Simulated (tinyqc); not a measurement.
Double-gate transistor below threshold, two-dimensional Poisson equation on a small mesh: two steps of the calculation.

Half of a symmetric double-gate structure: row 0 is the mid-plane of the body, where the normal field vanishes. Mobile charge is neglected (subthreshold), the body is fully depleted, and potentials are counted from the intrinsic level; rows run upward to the gate, columns from source to drain.

Values chosen for this exercise:
```
symbol  value  unit                  meaning
T         250     K              temperature
Vbi      0.56     V  potential of the source
```

Constants: q = 1.602176634e-19 C, kB = 1.380649e-23 J/K, Vt = kB T/q. Results are converted to the units shown.

Problem 1. Gauss-Seidel sweep. Free nodes: rows 0..3, columns 1..5, taken row by row from row 0, left to right. t = (up psi(above) + dn psi(below) + lat [psi(left) + psi(right)] + s)/(up + dn + 2 lat), with the newest neighbours; psi(new) = t.

psi after iteration 1 (V):
```
               j=0          j=1          j=2          j=3          j=4          j=5          j=6
row 0   0.56000000  -0.17094952  -0.24404447  -0.25135397  -0.25208492  -0.14115801   0.86000000
row 1   0.56000000  -0.13932933  -0.23850024  -0.25134113  -0.25291760  -0.09770448   0.86000000
row 2   0.56000000  -0.14201498  -0.23720816  -0.24993499  -0.25159456  -0.10170958   0.86000000
row 3   0.15500000  -0.16944958  -0.23754537  -0.24885966  -0.25055274  -0.13953785   0.30500000
row 4  -0.25000000  -0.25000000  -0.25000000  -0.25000000  -0.25000000  -0.25000000  -0.25000000
```

```
row         up         dn        lat         s (V)
0         27.4          0      3.425  -0.066771023
1         27.4       27.4       6.85   -0.13354205
2    47.142857       27.4  8.5583333  -0.066771023
3    47.142857  47.142857  10.266667             0
```

Wanted: psi after iteration 2.

Solution 1.

psi after iteration 2 (V):
```
            j=0       j=1       j=2       j=3       j=4       j=5       j=6
row 0   0.56000  -0.08182  -0.22607  -0.25084  -0.24348  -0.01846   0.86000
row 1   0.56000  -0.05933  -0.21833  -0.24938  -0.23469   0.01251   0.86000
row 2   0.56000  -0.07548  -0.21855  -0.24717  -0.23233  -0.01015   0.86000
row 3   0.15500  -0.14102  -0.22724  -0.24685  -0.23258  -0.10034   0.30500
row 4  -0.25000  -0.25000  -0.25000  -0.25000  -0.25000  -0.25000  -0.25000
```

Problem 2. Barrier, swing and barrier lowering. The barrier is read along row 0, the path farthest from the gate. Take the node j of lowest psi: barrier Vbi - psi_j; swing Vt ln 10/(d psi_j/dVg); DIBL = (d psi_j/dVd)/(d psi_j/dVg). The derivatives solve the same equations with s = 0 and a unit change of that voltage.

converged psi (V):
```
               j=0          j=1          j=2          j=3          j=4          j=5          j=6
row 0   0.56000000   0.13412604  -0.06531693  -0.10708399  -0.01452133   0.27262181   0.86000000
row 1   0.56000000   0.10825906  -0.08258952  -0.12143831  -0.03640700   0.23752932   0.86000000
row 2   0.56000000   0.02204280  -0.13298826  -0.16188885  -0.10064511   0.12017705   0.86000000
row 3   0.15500000  -0.09616735  -0.18376203  -0.20034768  -0.16553466  -0.04083278   0.30500000
row 4  -0.25000000  -0.25000000  -0.25000000  -0.25000000  -0.25000000  -0.25000000  -0.25000000
```

d psi/dVg on row 0: j=0 0.00000000, j=1 0.51472668, j=2 0.76330657, j=3 0.83202907, j=4 0.76330657, j=5 0.51472668, j=6 0.00000000
d psi/dVd on row 0: j=0 0.0000000, j=1 0.0118104, j=2 0.0336874, j=3 0.0839855, j=4 0.2030060, j=5 0.4734629, j=6 1.0000000

Give: j; barrier; swing; DIBL.

Solution 2.

j = 3
barrier = 0.6671 V
swing = 59.62 mV/decade
DIBL = 100.9 mV/V

Computed by the program tinyqc: `OMP_NUM_THREADS=1 python tinyqc.py 2480117 2480118 out.jsonl`, one thread of a shared Intel Xeon 2.30GHz, about 0.1 s for the whole run.
